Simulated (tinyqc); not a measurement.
# Worked calculation: input admittance of a MOSFET at zero drain bias: distributed channel and distributed gate

tinyqc, about 0.01 s, one thread, Intel Xeon 2.30GHz (shared host): `OMP_NUM_THREADS=1 python tinyqc.py 2262230 2262231 out.jsonl` Printed values are rounded.

Source and drain grounded, strong inversion, w = 2 pi f, Cox = eps0 eox/tox. The channel is an RC line of resistance 1/(mu Cox Vo) per square fed from both ends, so one finger has the intrinsic admittance y = i w Cox L tanh(g)/g per width, g = (1/2) sqrt(i w tau), tau = L^2/(mu Vo). The vertical resistance rv/L is in series with y, the overlaps 2 i w Cov in parallel: y_t = 1/(1/y + rv/L) + 2 i w Cov. The gate strip is a line of Rsh/L per length loaded by y_t, so a finger has Y = y_t Wf tanh(k)/k, k = (Wf/sd) sqrt(y_t Rsh/L); the device has Nf Y.

Parameters, values chosen for the exercise; values of the order met in silicon radio-frequency transistors:
- eox = 7.49 (relative permittivity of the gate insulator (close to silicon nitride))
- tox = 6.7 nm (insulator thickness)
- L = 0.17 um (channel length)
- Wf = 1.1 um (finger width)
- Nf = 1 (number of fingers)
- mu = 130 cm^2/(V s) (channel mobility)
- Vo = 0.24 V (gate overdrive)
- Rsh = 18 ohm/square (sheet resistance of the gate)
- rv = 0 ohm um^2 (vertical resistivity of the gate stack)
- sd = 2 (number of ends at which a finger is contacted)
- Cov = 0.16 fF/um (overlap and fringe capacitance on each side)
- f = 85 GHz (frequency)

Constants: eps0 = 8.8541878128e-14 F/cm where lengths are in cm. Results are converted to the units shown.

## Low-frequency resistances and capacitance

Low-frequency limits, with c = Cox L and ct = c + 2 Cov: R_strip = Rsh Wf/(3 sd^2 L Nf), R_ch = (c/ct)^2 L/(12 mu Cox Vo Wf Nf), R_vert = (c/ct)^2 rv/(L Wf Nf), C = ct Wf Nf.

parts (ohm): strip 9.70588, channel 294.405, vertical 0
sum = 304.111 ohm
C = 2.20296 fF
1/(2 pi R C) = 237.564 GHz

The channel term is the largest, 96.8 % of the sum.

## Admittance of the channel and stack per width

tau, g, c = Cox L, y and y_t as defined.

tau = 9.26282 ps
g = 0.786368+0.786368i
c = 1.68269 fF/um
y = 297.152+752.148i uS/um
y_t = 297.152+923.051i uS/um

w tau = 4.95, and Im y is 0.837 of w c.

## Input impedance of the device

k and Y as defined; Z = 1/(Nf Y) = R + 1/(i w C); Q = |Im Z|/R; signal at the point farthest from a contact |1/cosh k|.

k = 0.142437+0.103782i
Nf Y = 0.33573+1.00883i mS
R = 296.983 ohm
C = 2.09815 fF
Q = 3.00493
signal at the far point = 0.995188

R is 2.3 % below its low-frequency limit and C is 4.8 % below its own.
